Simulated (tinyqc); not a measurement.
## Polarisation and half-bias from two TMR values

Problem. A tunnel junction has TMR = TMR0/(1 + (V/Vh)^2), TMR0 = 2 P1 P2/(1 - P1 P2). Find TMR0, Vh and P2.

Parameters, values chosen for the exercise:
```
symbol  value  unit                                   meaning
P1       0.59        spin polarisation of the reference layer
```

TMR at 0.1 and 0.5 V (%): [98.462034, 43.042503]

Solution. 1/TMR is linear in V^2, and P1 P2 = TMR0/(2 + TMR0).

TMR0 = 104 %
Vh = 0.420 V
P2 = 0.580

Program tinyqc, `OMP_NUM_THREADS=1 python tinyqc.py 2450122 2450123 out.jsonl`; Intel Xeon 2.30GHz, shared host, one thread, about 0.01 s.
